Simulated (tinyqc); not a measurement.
Implant damage, amorphisation by cascade overlap, and solid-phase epitaxial regrowth: one step, computed by the program tinyqc.

Range and width of the damage are inputs. Dynamic annealing enters only through the surviving share f.

Task: Overlap model. Gibbons model: a point turns amorphous after n + 1 hits; with y = A_i Q the amorphous share is 1 - exp(-y) sum_(k=0..n) y^k/k!. Doses are set by y.

Inputs (values chosen for the exercise, modelled on silicon ions in germanium): overlaps needed n = 2; area amorphised by one track A_i = 2 nm^2.

Give: the table «Amorphous share» with the columns Q (1/cm^2), direct impact (n = 0), given n, for y = 0.1, 0.3, 0.6, 1.0, 2.0, 3.0, 5.0, 8.0.

Result:

Amorphous share:

| y | Q (1/cm^2) | direct impact (n = 0) | given n |
|---|---|---|---|
| 0.1 | 5.00e+12 | 0.0952 | 1.547e-04 |
| 0.3 | 1.50e+13 | 0.2592 | 3.599e-03 |
| 0.6 | 3.00e+13 | 0.4512 | 2.312e-02 |
| 1.0 | 5.00e+13 | 0.6321 | 8.030e-02 |
| 2.0 | 1.00e+14 | 0.8647 | 3.233e-01 |
| 3.0 | 1.50e+14 | 0.9502 | 5.768e-01 |
| 5.0 | 2.50e+14 | 0.9933 | 8.753e-01 |
| 8.0 | 4.00e+14 | 0.9997 | 9.862e-01 |

At small y the share grows as y^3; between the first rows the exponent is 2.86.
